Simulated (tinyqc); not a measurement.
From ballistic to localised: localisation in a chain with random site energies (transfer matrices).

Hopping -t; leads with site energy 0, E = -2t cos(ka). psi_(j+1) = ((e_j - E)/t) psi_j - psi_(j-1), a product of matrices M_j = [[(e_j - E)/t, -1], [1, 0]]. For M = M_N ... M_1 the transmission is T = 4 sin^2(ka)/|M21 - M12 + M22 exp(ika) - M11 exp(-ika)|^2. Long samples draw e_j = W (x_j/2147483647 - 1/2) from x_j = 16807 x_(j-1) mod 2147483647, starting at x0. The localisation length xi, in sites, is defined by ln T = -2N/xi on average; weak disorder gives xi = 24 (4t^2 - E^2)/W^2, and the mean free path for backscattering is xi/2.

Parameters, chosen for this exercise: t = 0.53 eV (hopping); E = -0.39 eV (energy); W = 0.89 eV (full width of the disorder); x0 = 5206 (start of the number sequence).

200 samples of each length, cut one after another from the start of the sequence. Typical T = exp(mean ln T). Ohmic: 1/(1 + 2N/xi); localised: exp(-2N/xi), both with the weak-disorder xi.

Transmission:
```
N   mean T  typical T  spread of ln T  ohmic  localised
2    0.879      0.871           0.135  0.880      0.873
5    0.734      0.709           0.270  0.746      0.712
10   0.552      0.489           0.532  0.595      0.507
20   0.362      0.249           0.991  0.424      0.257
40   0.191     0.0609           1.798  0.269     0.0660
80  0.0451    0.00287           2.646  0.155    0.00436
```

With xi = 29.4 sites, mean and typical T are 0.734 and 0.709 at N = 5, and 0.0451 and 0.00287 at N = 80, where ln T scatters by 2.6. The slope of ln(typical T) between 40 and 80 sites gives xi = 26.2, uncertain by about 7 % from the scatter of 200 samples. At N = 80 the ohmic law gives 54.2 times the typical value: a single channel has no ohmic range beyond a mean free path, and the mean is carried by rare resonant samples.

Program tinyqc; command `OMP_NUM_THREADS=1 python tinyqc.py 1481806 1481807 out.jsonl`; about 0.1 s on one thread of a shared Intel(R) Xeon(R) Processor @ 2.30GHz.
